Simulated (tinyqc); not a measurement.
# Gate work function from the charge

Inverse problem. For an undoped double gate, Q = 8 eps0 eps_r Vt beta tan(beta)/ts with 0 < beta < pi/2, and at the source (Vg - dphi)/(2 Vt) - ln[(2/ts) sqrt(2 eps0 eps_r Vt/(q ni))] = ln(beta) - ln(cos beta) + 2 r beta tan(beta), r = eps_r tox/(eox ts). Find beta and dphi.

Values chosen for this exercise; material values close to those of silicon:
- T = 250 K (temperature)
- eps_r = 11.5 (relative permittivity of the semiconductor)
- eox = 7.35 (relative permittivity of the gate insulator)
- tox = 2.6 nm (insulator thickness)
- ts = 20 nm (body thickness)
- Vg = 0.45 V (gate voltage)

Constants: q = 1.602176634e-19 C, kB = 1.380649e-23 J/K, Vt = kB T/q, eps0 = 8.8541878128e-14 F/cm where lengths are in cm. Results are converted to the units shown.

Qs = 41.351067 nC/cm^2
ni = 8.4539099e7 cm^-3

Answer. beta tan(beta) rises from 0 without bound on the interval, so the charge fixes beta; the second relation is then explicit in dphi.

beta = 0.637
dphi = -0.0200 V

Program tinyqc, `OMP_NUM_THREADS=1 python tinyqc.py 2440132 2440133 out.jsonl`; Intel Xeon 2.30GHz, shared host, one thread, about 0.02 s.
